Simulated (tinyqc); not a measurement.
Where the moved charge sits: band offset of a heterojunction with an interface dipole (two-band chains, self-consistent charge).

Sites alternate A, C. Left: A at -G1/2, C at +G1/2, hopping -t1; right: A at D - G2/2, C at D + G2/2, hopping -t2; the bonds across the two interfaces of a ring (C left to A right, C right to A left) have -sqrt(t1 t2). D is the offset of the mid-gaps, so Ev(right) - Ev(left) = D - (G2 - G1)/2 and Ec(right) - Ec(left) = D + (G2 - G1)/2. The closing bond has its sign reversed (antiperiodic ring). Half the levels are filled with two electrons each. The charge moved is q = (electrons on the left) less one a site; the mean over the two interfaces, q/2, is taken as the charge that crosses each, and its dipole opposes the offset: D = D0 - u q/2.

From here on the ring has 24 cells a side.

Inputs chosen for the exercise (gaps near those of Si and GaP; the chains and D0 are free models, so the offsets are not those of the real pair; shifted at random, so the results belong to these values and not to a real crystal):

| symbol | value | unit | meaning |
|---|---|---|---|
| G1 | 1.16 | eV | gap on the left |
| G2 | 2.25 | eV | gap on the right |
| t1 | 2.76 | eV | hopping on the left |
| t2 | 2.45 | eV | hopping on the right |

D = -0.52689 eV

Electrons in cell k from an interface at the self-consistent D, less those at D = 0. Interface 1 joins C left to A right, interface 2 C right to A left. The decay lengths 1/(2 kappa a) are those of mid-gap states, cosh(kappa a) = 1 + G^2/(8 t^2).

Change of the electron count:

| k | left of 1 | right of 1 | left of 2 | right of 2 |
|---|---|---|---|---|
| 1 | -0.03520 | 0.04997 | -0.04396 | 0.06180 |
| 2 | -0.01661 | 0.01613 | -0.02083 | 0.02035 |
| 3 | -0.00940 | 0.00589 | -0.01169 | 0.00746 |
| 4 | -0.00556 | 0.00222 | -0.00687 | 0.00281 |
| 6 | -0.00206 | 0.00032 | -0.00253 | 0.00041 |

Give the missing row, k = 5.

Computed row:
```
k  left of 1  right of 1  left of 2  right of 2
5   -0.00336     0.00084   -0.00413     0.00107
```

decay lengths (cells): left 2.384, right 1.098

Over six cells interface 1 moves -0.0722 electrons to the left side and +0.0754 to the right, interface 2 -0.0900 and +0.0939: each change is a dipole, and the two differ because the bonds join different sites. The first cells hold 58 % of it at interface 1. The tail is longer on the left, where the gap is smaller against the hopping: from k = 2 to 4 it falls by a factor 2.99, and pure mid-gap decay would give 2.31; the exponential carries a prefactor that falls as a power of the distance, so the first cells drop faster.

(tinyqc, `OMP_NUM_THREADS=1 python tinyqc.py 1482304 1482305 out.jsonl`, Intel(R) Xeon(R) Processor @ 2.30GHz, 1 thread, shared host, about 0.3 s.)
